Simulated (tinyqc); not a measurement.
# Small-signal admittance of a forward-biased p+-n diode: two studies

Holes injected into a neutral base of width wb with an ohmic contact at its end; low injection, p0 far above the equilibrium density. A small voltage v exp(i w t), w = 2 pi f, modulates the edge density by p0 v/Vt, and the small-signal density obeys Dp d2p/dx2 = (1/tau + i w) p.

Parameters, values chosen for the exercise; permittivity close to that of silicon: temperature T = 275 K; relative permittivity eps_r = 11.7; donor density of the base Nd = 1.7e15 cm^-3; hole diffusion coefficient Dp = 7.5 cm^2/s; hole lifetime tau = 4e-8 s; width of the neutral base wb = 4.9 um; excess hole density at the junction edge p0 = 4.1e12 cm^-3; acceptor density of the p+ side Na = 3e18 cm^-3; series resistance Rs = 0.0027 ohm cm^2; signal frequency f = 2e6 Hz.

Constants: q = 1.602176634e-19 C, kB = 1.380649e-23 J/K, Vt = kB T/q, eps0 = 8.8541878128e-14 F/cm where lengths are in cm. Results are converted to the units shown.

Each table varies one quantity; the others keep the values above.

## Admittance against frequency

L = sqrt(Dp tau); direct current J = (q Dp p0/L) coth(wb/L); k = sqrt(1 + i w tau)/L; diffusion admittance Y = (q Dp p0/Vt) k coth(k wb) = G + i w C_diff; junction capacitance C_j = sqrt(q eps0 eps_r Nd/(2 Vr)) in the depletion approximation, with the remaining barrier Vr = Vt ln(Na/p0), a rough value under forward bias; base-width modulation is left out. Measured admittance 1/[Rs + 1/(Y + i w C_j)].

The same in every row: C_j (uF/cm^2) = 0.02100.

Admittance against frequency:
```
f (Hz)	w tau	G (S/cm^2)	C_diff (uF/cm^2)	measured G (S/cm^2)	measured C (uF/cm^2)	phase of the measured Y (degrees)
30000	0.007540	0.5319	0.004094	0.5311	0.02502	0.5088
1e5	0.02513	0.5319	0.004094	0.5311	0.02502	1.695
6e5	0.1508	0.5320	0.004094	0.5312	0.02502	10.07
2e6	0.5027	0.5331	0.004091	0.5326	0.02502	30.55
1e7	2.513	0.5615	0.004012	0.5673	0.02493	70.09
4e7	10.05	0.8592	0.003212	0.9564	0.02409	81.02
2e8	50.27	1.922	0.001499	4.024	0.02214	81.77
7e8	175.9	3.570	8.071e-4	26.17	0.02007	73.48
3e9	754.0	7.375	3.907e-4	200.6	0.009612	42.09
```

What does the table show?

G starts at J/Vt = 0.532 S/cm^2 and C_diff at (J tau/(2 Vt))(1 - 2 x/sinh 2x) = 0.00409 uF/cm^2, x = wb/L = 0.895. Between the last two rows G goes as f^(0.50) and C_diff as f^(-0.50); the limits are 1/2 and -1/2, reached when the signal penetrates only sqrt(Dp/w). The measured C is 0.29 % below C_diff + C_j in the first row and 55 % below it in the last, the difference being due to Rs.

## Effect of the hole lifetime

Same model as above.

The same in every row: C_j (uF/cm^2) = 0.020997.

Effect of the hole lifetime:
```
tau (s)	w tau	G (S/cm^2)	C_diff (uF/cm^2)	measured G (S/cm^2)	measured C (uF/cm^2)	phase of the measured Y (degrees)
4e-10	0.0050265	3.7957	7.5913e-4	3.7574	0.021317	4.0780
2e-9	0.025133	1.6987	0.0016894	1.6912	0.022480	9.4829
9e-9	0.11310	0.83854	0.0031144	0.83689	0.024003	19.820
4e-8	0.50265	0.53308	0.0040909	0.53258	0.025016	30.552
2e-7	2.5133	0.44814	0.0044287	0.44787	0.025365	35.439
9e-7	11.310	0.43081	0.0045016	0.43058	0.025440	36.592
4e-6	50.265	0.42693	0.0045181	0.42672	0.025457	36.858
```

As tau goes from 4e-10 to 4e-6, G falls from 3.80 to 0.427 S/cm^2, C_diff rises from 7.59e-4 to 0.00452 uF/cm^2 and the measured C rises from 0.0213 to 0.0255 uF/cm^2. C_diff stays below C_j.

Computed by the program tinyqc: `OMP_NUM_THREADS=1 python tinyqc.py 2890104 2890105 out.jsonl`, one thread of a shared Intel Xeon 2.30GHz, about 0.01 s for the whole run.
